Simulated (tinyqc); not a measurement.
# Electron mobility in a silicon inversion layer, empirical terms and Matthiessen rule: what changes with what

Inversion layer of sheet density Ns on a uniformly doped body. The mobility terms are empirical power laws with prefactors chosen for the exercise; adding their inverses (Matthiessen) is itself an approximation.

Parameters, values chosen for the exercise; material values close to those of silicon: temperature T = 325 K; band gap Eg = 1.11 eV; relative permittivity of the semiconductor eps_r = 11.5; conduction-band density of states at T Nc = 3.16e19 cm^-3; valence-band density of states at T Nv = 3e19 cm^-3; body doping Nb = 1.5e17 cm^-3; reverse body bias Vsb = 0.6 V; weight of the inversion charge in the effective field eta = 0.5; phonon-limited mobility at 1 MV/cm and 300 K Ap = 395 cm^2/(V s); roughness-limited mobility at 1 MV/cm As = 1050 cm^2/(V s); exponent of the roughness term gs = 2; Coulomb prefactor Ac = 2100 cm^2/(V s); charge at the interface Nit = 1.8e11 cm^-2; inversion density Ns = 1e12 cm^-2.

Constants: q = 1.602176634e-19 C, kB = 1.380649e-23 J/K, Vt = kB T/q, eps0 = 8.8541878128e-14 F/cm where lengths are in cm. Results are converted to the units shown.

Each table varies one quantity; the others keep the values above.

## Effect of the charge at the interface

ni = sqrt(Nc Nv) exp(-Eg/(2 Vt)), Eg in volts; Ndep = sqrt(2 eps0 eps_r Nb (2 Vt ln(Nb/ni) + Vsb)/q); E = q (Ndep + eta Ns)/(eps0 eps_r), in MV/cm. With t = T/(300 K): muC = Ac (Ns/1e12 cm^-2) t/(Nb/1e17 cm^-3 + Nit/1e11 cm^-2), muP = Ap E^(-1/3) t^(-1.75), muS = As E^(-gs); 1/mu is the sum of the inverses.

The same in every row: E (MV/cm) = 0.3368; muP (cm^2/(V s)) = 493.5; muS (cm^2/(V s)) = 9255.

Effect of the charge at the interface:
```
Nit (cm^-2)	muC (cm^2/(V s))	mu (cm^2/(V s))
1e10	1422	352.4
3.2e10	1250	340.8
1e11	910.0	309.3
3.2e11	484.0	238.1
1e12	197.8	139.1
3.2e12	67.91	59.31
1e13	22.41	21.39
```

What does the table show?

As Nit goes from 1e10 to 1e13 cm^-2, E stays at 0.337 MV/cm and mu falls from 352 to 21.4 cm^2/(V s). The smallest term is the phonon one in the first row and the Coulomb one in the last.

## Universality: two dopings at the same effective field

Same model as above.

For each E, Ns is chosen to give that field on bodies with Nb = 2e16 and 1.5e17 cm^-3; the last column leaves out muC.

Universality: two dopings at the same effective field:
```
E (MV/cm)	Ns, light body (cm^-2)	mu, light (cm^2/(V s))	Ns, heavy body (cm^-2)	mu, heavy (cm^2/(V s))	without muC (cm^2/(V s))
0.274	2.333e12	427.4	2.014e11	109.1	509.4
0.346	3.249e12	411.7	1.117e12	289.2	463.3
0.436	4.393e12	386.2	2.261e12	329.9	418.5
0.551	5.854e12	353.7	3.722e12	326.1	373.6
0.695	7.685e12	317.0	5.553e12	302.9	329.0
0.878	1.001e13	277.0	7.879e12	269.8	283.9
1.11	1.296e13	234.9	1.083e13	231.3	238.7
1.4	1.665e13	193.1	1.451e13	191.4	195.1
```

The heavily doped body has 0.255 of the mobility of the light one in the first row and 0.991 in the last; there they lie 1.9 % below and 1.0 % below the curve without Coulomb scattering, which depends on E alone. The heavy body leaves that curve at low E because its field comes mostly from depletion charge and few carriers screen.

## Effect of the inversion density

Same model as above.

Effect of the inversion density:
```
Ns (cm^-2)	E (MV/cm)	muC (cm^2/(V s))	muP (cm^2/(V s))	muS (cm^2/(V s))	mu (cm^2/(V s))
2e11	0.2739	137.9	528.7	1.400e4	108.5
3.6e11	0.2865	248.2	520.9	1.279e4	165.9
6.3e11	0.3077	434.3	508.6	1.109e4	229.4
1.1e12	0.3447	758.3	489.7	8837	287.9
2e12	0.4155	1379	460.2	6082	326.5
3.6e12	0.5414	2482	421.3	3582	327.3
6.3e12	0.7538	4343	377.3	1848	292.2
1.1e13	1.124	7583	330.3	831.7	229.3
2e13	1.832	1.379e4	280.6	313.0	146.4
```

What does the table show?

As Ns goes from 2e11 to 2e13 cm^-2, E rises from 0.274 to 1.83 MV/cm and mu goes from 109 through a maximum of 327 (at Ns = 3.6e12 cm^-2 among the rows listed) to 146 cm^2/(V s). The smallest term is the Coulomb one in the first row and the phonon one in the last. Screening lifts the Coulomb term as Ns grows while the field presses the carriers to the interface, hence the maximum. At Ns = 2e13 cm^-2 E passes 1.5 MV/cm, beyond the usual range of such laws.

Program tinyqc, `OMP_NUM_THREADS=1 python tinyqc.py 2510139 2510140 out.jsonl`; Intel Xeon 2.30GHz, shared host, one thread, about 0.01 s.
